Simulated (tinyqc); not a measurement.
Raising U: Hubbard chain of 4 sites, mean field against exact. Computed by the program tinyqc. 

one-body matrix (hopping and site energies) (eV):
```
         1        2        3        4
1   0.0000  -1.9600   0.0000   0.0000
2  -1.9600   0.0000  -1.9600   0.0000
3   0.0000  -1.9600   0.0000  -1.9600
4   0.0000   0.0000  -1.9600   0.0000
```

electrons, up and down: 2  2

Collinear unrestricted mean field (the lowest of 40 random starts) against exact diagonalisation.

Exact and mean-field results (eV):
```
U            U/t    E exact  E mean field  mean |n_up - n_down|  double occupancy, exact  first gap in the sector
0.9800    0.5000  -7.836244     -7.785386                0.0000                   0.2241                   2.1507
1.9600    1.0000  -7.007717     -6.805386                0.0000                   0.1988                   1.9181
3.9200    2.0000  -5.636848     -4.894194                0.3935                   0.1521                   1.5460
5.8800    3.0000  -4.600956     -3.610305                0.6966                   0.1138                   1.2679
7.8400    4.0000  -3.828165     -2.811270                0.8199                   0.0849                   1.0589
11.7600   6.0000  -2.806594     -1.922764                0.9177                   0.0494                   0.7793
15.6800   8.0000  -2.189658     -1.454457                0.9534                   0.0312                   0.6089
23.5200  12.0000  -1.505414     -0.975432                0.9792                   0.0152                   0.4190
39.2000  20.0000  -0.918495     -0.587018                0.9925                   0.0057                   0.2557
```

In absolute terms mean field is worst at U/t = 4.0, 1.017 eV too high: at small U it is nearly exact, and at large U it misses only exchange-scale energies. Its local moments set in at U/t = 2.0 of those listed, a broken symmetry that the exact state of a finite cluster with equal spins does not have. Relative to the exact energy its error is 0.6 % at the smallest U, 36 % at most and 36 % at the largest. The double occupancy falls from 0.224 to 0.006; at the largest U the first gap is 0.65 times the exchange scale 4t^2/U.
